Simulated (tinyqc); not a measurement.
# Changing the localisation length xi

Model: hopping conduction between localised states. Computed by tinyqc, a small Python program. Command: `OMP_NUM_THREADS=1 python tinyqc.py 3030897 3030898 out.jsonl hop sweep`. One thread of a shared host (Intel(R) Xeon(R) Processor @ 2.30GHz), about 0.01 s of CPU time with the checks.

Energies are counted from the Fermi level. A small network shows the mechanism; the laws of an infinite system follow.

Inputs (values chosen for the exercise, for a model defective oxide):

| quantity | value | unit |
|---|---|---|
| density of states g_0 | 3.8e+20 | 1/(eV cm^3) |
| permittivity eps | 8.3 | - |
| activation energy E_a to extended states | 0.024 | eV |
| prefactor of activated conduction | 75 | S/cm |
| prefactor of hopping | 0.061 | S/cm |
| conductance scale G_0 | 1 | microsiemens |
| temperature T | 5.5 | K |

Dimension: 3D.

sites of the small network (nm, nm, meV):
```
      x     y  energy
1     0  1.42    0.45
2  0.88   0.4    0.71
3  1.42   0.2   -2.81
4   2.2  1.19    4.51
5   2.9  0.89    2.63
6  3.87  1.43   -4.66
7  4.51   1.4   -2.22
8   5.3  0.64    0.38
```

Constants: k_B = 8.617333262e-05 eV/K; e^2/(4 pi eps_0) = 14.39964548 eV angstrom.

Method:
- Miller-Abrahams exponent s_ij = 2 r_ij/xi + (|E_i| + |E_j| + |E_i - E_j|)/(2 k_B T); G_ij = G_0 exp(-s_ij). The diagonal is set to 0 and not used.
- Site 1 is held at potential 1 and site 8 at 0; Kirchhoff's law sum_j G_ij (u_i - u_j) = 0 fixes the others; G = sum_j G_1j (1 - u_j). G_ij = G_0 exp(-s_ij).
- Mott: T_M = 21.2/(k_B g_0 xi^3), exponent (T_M/T)^(1/4), mean hop r = (3/8) xi times the exponent. Efros-Shklovskii: T_ES = 2.8 e^2/(4 pi eps eps_0 k_B xi), exponent (T_ES/T)^(1/2). Coulomb gap width g_0^(1/2) (e^2/(4 pi eps eps_0))^(3/2). The numerical coefficients come from percolation theory and are given.
- sigma = s_1 exp(-E_a/k_B T) + s_2 exp(-larger of the two exponents); reduced activation energy w = d ln(sigma)/d ln(T) by a central difference of +/- 1 %.

One run for each value:

| localisation length xi (nm) | hopping part (S/cm) | -ln(G/G_0) | T_M (K) | T_ES (K) |
|---|---|---|---|---|
| 0.28 | 3.2336e-28 | 21.753 | 2.9492e+07 | 20133 |
| 0.37 | 8.4661e-25 | 18.328 | 1.2781e+07 | 15236 |
| 0.49 | 8.3716e-22 | 15.406 | 5.5029e+06 | 11504 |
| 0.65 | 3.4660e-19 | 12.965 | 2.3574e+06 | 8673 |
| 1.20 | 1.2388e-14 | 8.267 | 3.7466e+05 | 4698 |
| 1.60 | 6.2150e-13 | 6.474 | 1.5806e+05 | 3523 |
| 2.10 | 1.5517e-11 | 5.129 | 6.9907e+04 | 2684 |

Give the missing row, localisation length xi (nm) = 0.87.

Computed row:
```
localisation length xi (nm)  hopping part (S/cm)  -ln(G/G_0)     T_M (K)  T_ES (K)
0.87                                  7.5671e-17      10.654  9.8315e+05      6479
```

Interpolating between the two neighbouring rows (the first column on a logarithmic scale, the others too where they are positive) misses most in hopping part (S/cm), by 33 %. Over the rows, hopping part (S/cm) rises from 3.23e-28 to 1.55e-11 (exponent d ln y / d ln x 28 between the first rows and 12 between the last); -ln(G/G_0) falls from 21.8 to 5.13 (exponent d ln y / d ln x -0.61 between the first rows and -0.86 between the last); T_M (K) falls from 2.95e7 to 69900 (exponent d ln y / d ln x about -3.0 throughout). The exponent of T_M stays at -3: T_M = 21.2/(k_B g_0 xi^3).
